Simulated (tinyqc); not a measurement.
Comparisons within one model: two-dimensional electron gas with Rashba and Dresselhaus coupling. A value that a table varies takes the place of the one given here.

H = c k^2/m + al (ky sx - kx sy) + b1 (kx sx - ky sy) + gam kx ky (kx sy - ky sx), s the Pauli matrices, x = [100], c = hbar^2/2m0, b1 = gam (pi/L)^2 (hard walls). H = c k^2/m + B.s, so E = c k^2/m -/+ |B| and the lower state has its spin along -B.

Constants: hbar^2/2m0 = 3.80998211 eV angstrom^2.

Values chosen for the exercise (of the size met in InSb; the results hold for these values, not for the real material):
```
symbol  value   unit           meaning
m       0.0151  m0             mass
al      0.4     eV angstrom    Rashba constant
gam     328.3   eV angstrom^3  bulk Dresselhaus constant
L       105     angstrom       width of the (001) well
n       17      1e11/cm^2      sheet density (one subband filled)
```

## Splitting and spin direction around the circle

At |k| = k0 = sqrt(2 pi n), 1e11/cm^2 = 1e-5/angstrom^2.

Around the circle:
```
phi (deg)  Bx (meV)  By (meV)  splitting (meV)  lower spin (deg)
0.0          9.6052  -13.0730          32.4446             126.3
22.5        12.3262  -12.0100          34.4196             135.7
45.0        11.9839  -11.9839          33.8956             135.0
67.5        12.0100  -12.3262          34.4196             134.3
90.0        13.0730   -9.6052          32.4446             143.7
112.5       12.1457   -2.3206          24.7307             169.2
135.0        6.5041    6.5041          18.3963            -135.0
157.5       -2.3206   12.1457          24.7307             -79.2
```

The splitting runs from 18.3963 meV at 135 to 34.4196 meV at 22.5 degrees. Along [110] it is 2 k |al + b1 - 2 b3| and along [-110] 2 k |al - b1 + 2 b3|, b3 = gam k^2/4. From 0 to 90 degrees the spin turns with k (+17 degrees), the sense of the Rashba term.

## Tuning the Rashba term through the balance point

al = f (b1 - b3) at k0 = sqrt(2 pi n), b3 = gam k0^2/4. Helix wavelength along [110]: 2 pi c/(m |al + b1 - b3|). Dyakonov-Perel rates are proportional to the mean squares of the first harmonics: for spin along z, al^2 + (b1 - b3)^2; for the most protected in-plane spin, (al - (b1 - b3))^2/2 (third harmonic left out); both are given over (b1 - b3)^2.

Against f:
```
f     al (meV angstrom)  wavelength (micron)  rate, z  rate, in plane
0.00              0.000                0.769    1.000          0.5000
0.25             51.557                0.615    1.062          0.2812
0.50            103.114                0.512    1.250          0.1250
0.75            154.670                0.439    1.562          0.0312
0.90            185.604                0.405    1.810          0.0050
1.00            206.227                0.384    2.000          0.0000
1.25            257.784                0.342    2.562          0.0312
2.00            412.454                0.256    5.000          0.5000
```

At f = 1, al = 206.23 meV angstrom, the first harmonic points along one axis for all k and the listed in-plane rate vanishes; the helix would have wavelength 0.38 micron. But the third harmonic, left out of the table, has b3/(b1 - b3) = 0.43; its mean square, 0.09 in these units against 0.50 for the in-plane rate at f = 0, limits the protection to about the ratio of the two. The uniform z spin still relaxes there, twice as fast as at f = 0.

## What each parameter does

Splittings 2|B| at k0 = sqrt(2 pi n) along [100], [110] and [-110], and E0 = c k0^2/m; 1e11/cm^2 = 1e-5/angstrom^2. Each row changes one parameter from the base and keeps the others.

Results:
```
case                        [100] (meV)  [110] (meV)  [-110] (meV)  E0 (meV)
base                            32.4446      33.8956       18.3963    269.51
m = 0.01661 m0                  32.4446      33.8956       18.3963    245.01
al = 0.48 eV angstrom           36.7891      39.1248       23.6255    269.51
gam = 393.96 eV angstrom^3      34.8572      35.4455       16.8464    269.51
L = 125 angstrom                29.4507      28.2400       24.0519    269.51
n = 25.5 1e11/cm^2              39.7363      34.4952       29.5491    404.26
```

The largest shifts from the base row, up to three for each result and ties (the steps differ in size, so this ranks the rows, not the parameters). [100] (meV): n +7.2918, al +4.3445, L -2.9939; unchanged at the printed digits by m. [110] (meV): L -5.6555, al +5.2292, gam +1.5499; unchanged at the printed digits by m. [-110] (meV): n +11.1527, L +5.6555, al +5.2292; unchanged at the printed digits by m. E0 (meV): n +134.75, m -24.50; unchanged at the printed digits by al, gam and L.

Run: tinyqc, `OMP_NUM_THREADS=1 python tinyqc.py 1481882 1481883 out.jsonl`; Intel(R) Xeon(R) Processor @ 2.30GHz, one thread, shared host; about 0.01 s of CPU time with all checks.
